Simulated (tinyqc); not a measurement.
Strength against creep resistance: grain growth, pinning, strength and diffusional creep of a polycrystal or thin film. Computed by tinyqc, a small Python program. Command: `OMP_NUM_THREADS=1 python tinyqc.py 3025723 3025724 out.jsonl grain walk`. One thread of a shared host (Intel(R) Xeon(R) Processor @ 2.30GHz), about 0.01 s of CPU time with the checks.

One mean grain size d describes the structure.

Inputs (values chosen for the exercise, modelled on copper): atomic volume Omega = 11.81 angstrom^3; boundary energy gamma = 0.65 J/m^2; mobility prefactor M0 = 2.3e-06 m^4/(J s); activation energy of boundary motion Q_m = 1.29 eV; anneal temperature T = 639 K; anneal time t = 250 s; initial grain size d0 = 31 nm; particle volume fraction f = 0.0019; particle radius r = 2.8 nm; film thickness h = 1100 nm; surface energy gamma_s = 1.8 J/m^2; Hall-Petch slope k_y = 0.11 MPa m^0.5; lattice diffusion energy Q_l = 2.06 eV; boundary diffusion energy Q_b = 0.964 eV; lattice prefactor D0 = 6.3e-05 m^2/s; boundary prefactor delta D0b = 1.2e-15 m^3/s; applied stress sigma = 37 MPa; service temperature T_c = 672 K.

Sample: thin film on a substrate.

Constants: k_B = 8.617333262e-05 eV/K; k_B = 1.380649e-23 J/K.

Method:
- M = M0 exp(-Q_m/(k_B T)). The driving pressure is 2 gamma/d. Zener pinning pressure 3 f gamma/(2 r) stops growth at d_Z = 4 r/(3 f). Grooves where boundaries meet the surface have the angle theta = arcsin(gamma/(2 gamma_s)) and are taken to stop growth at d_h = h/(2 theta), a few film thicknesses; the limit is 1/d_lim = 1/d_Z + 1/d_h.
- dd/dt = 2 M gamma (1/d - 1/d_lim) integrates to 2 M gamma t = d_lim (d0 - d) + d_lim^2 ln[(d_lim - d0)/(d_lim - d)]; without pinning d^2 = d0^2 + 4 M gamma t.
- Nabarro-Herring rate = 14 sigma Omega D_l/(k_B T d^2), D_l = D0 exp(-Q_l/(k_B T)); Coble rate = 14 pi sigma Omega delta D_b/(k_B T d^3), delta D_b = delta D0b exp(-Q_b/(k_B T)); they are equal at d_x = pi delta D_b/D_l.
- Hall-Petch term k_y/sqrt(d).

crossover size d_x = 9922.68 micrometre

At T_c and sigma:
```
d (nm)  Hall-Petch term (MPa)  Nabarro-Herring (1/s)  Coble (1/s)  time to 1 % (s)
30                     635.09             1.6402e-05   5.4252e+00       1.8433e-03
100                    347.85             1.4762e-06   1.4648e-01       6.8268e-02
300                    200.83             1.6402e-07   5.4252e-03       1.8432e+00
1000                   110.00             1.4762e-08   1.4648e-04       6.8262e+01
3000                    63.51             1.6402e-09   5.4252e-06       1.8427e+03
10000                   34.79             1.4762e-10   1.4648e-07       6.8200e+04
100000                  11.00             1.4762e-12   1.4648e-10       6.7588e+07
```

What follows from these numbers?

From 100 micrometre to 30 nm grains the Hall-Petch term grows 58 times, while the time to 1 % strain shrinks by 10.6 decades. Coble creep rules in 7 of the seven rows (d_x is a millimetre or more). Fine grains resist slip but creep fast. The Hall-Petch value at 30 nm is at the edge of that law, and in a film grains much larger than h lose atoms to the surfaces instead. Caution: T_c is above the anneal temperature, so the grains would go on growing in service.

Extremes, crossings and ranges named in words are read from the listed rows.
